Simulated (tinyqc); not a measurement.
From one set of inputs to another, one input at a time: physical sputtering: collision-cascade yield, angular dependence, faceting and resputtering in deposition. Computed by tinyqc, a small Python program. Command: `OMP_NUM_THREADS=1 python tinyqc.py 3006148 3006149 out.jsonl sputter ladder`. One thread of a shared host (Intel(R) Xeon(R) Processor @ 2.30GHz), about 0.01 s of CPU time with the checks.

Ions start collision cascades; atoms that reach the surface with more than U leave. The target is amorphous or fine-grained.

The inputs printed are set A. Set A is modelled on gallium ions on cobalt; the values taken over come from a set modelled on xenon ions on cobalt. Inputs not listed in the table keep their values of set A, so the rows need not describe a real material.

Inputs (values chosen for the exercise, modelled on gallium ions on cobalt): ion Z1 = 31; ion mass M1 = 69.7 u; target Z2 = 27; target mass M2 = 58.9 u; surface binding energy U = 4.39 eV; target density N = 90.9 1/nm^3; fit factor Q = 0.88; ion energy E = 270 eV; current density J = 2 mA/cm^2; angular exponent f = 1.7; angle of the largest yield = 55 degrees; angle of incidence = 80 degrees.

Constants: e = 1.602176634e-19 C.

Method:
- gamma = 4 M1 M2/(M1 + M2)^2; threshold E_th = 6.7 U/gamma for M1 >= M2, else U (1 + 5.7 M1/M2)/gamma. eps = 0.03255 M2 E/(Z1 Z2 (M1 + M2) z), z = (Z1^(2/3) + Z2^(2/3))^(1/2), E in eV; s_n = 3.441 sqrt(eps) ln(eps + 2.718)/(1 + 6.355 sqrt(eps) + eps (6.882 sqrt(eps) - 1.708)); S_n = 84.78 Z1 Z2 M1 s_n/((M1 + M2) z) in eV angstrom^2; alpha = 0.249 (M2/M1)^0.56 + 0.0035 (M2/M1)^1.5 for M1 <= M2, else 0.0875 (M2/M1)^(-0.15) + 0.165 M2/M1; Y0 = 0.042 Q alpha S_n/U [1 - sqrt(E_th/E)]^2.5 (the electronic-loss factor of the full formula is dropped).
- Erosion rate = Y0 J/(e N); 1 cm^2 = 1e14 nm^2.
- Angular law: Y/Y0 = t^f exp(-f cos(a_opt)(t - 1)), t = 1/cos(angle), largest at a_opt. A plane tilted by the angle recedes along the beam at a speed proportional to Y(angle), and along its own normal as Y cos(angle).

Each row keeps all changes above it:
```
input moved                      from         to  yield Y0 (atoms per ion)  threshold E_th (eV)  yield at the angle (atoms per ion)
set A                               -          -                    0.5915               29.622                             0.11203
fit factor Q                     0.88       0.96                    0.6453               29.622                             0.12221
current density J (mA/cm^2)         2        1.7                    0.6453               29.622                             0.12221
angular exponent f                1.7        2.4                    0.6453               29.622                             0.06160
ion mass M1 (u) and ion Z1   69.7, 31  131.3, 54                    0.5599               34.397                             0.05344
ion energy E (eV)                 270        510                    1.0510               34.397                             0.10032
```

Which inputs carry the difference?

Yield Y0 goes from 0.592 to 1.05, a factor 1.78 in all. The largest single move comes from ion energy E (a factor 1.88), and ion mass M1 with ion Z1 works against it (a factor 0.868). Threshold E_th goes from 29.6 to 34.4, a factor 1.16 in all. The largest single move comes from ion mass M1 with ion Z1 (a factor 1.16). Yield at the angle goes from 0.112 to 0.100, a factor 0.896 in all. The largest single move comes from angular exponent f (a factor 0.504), and ion energy E works against it (a factor 1.88). The single moves hold for this order of the switches; the total does not depend on the order.

Caution (rows ion mass M1): within a few times the threshold, cascades are short and these fits are rough.

Extremes, crossings and ranges named in words are read from the listed rows.
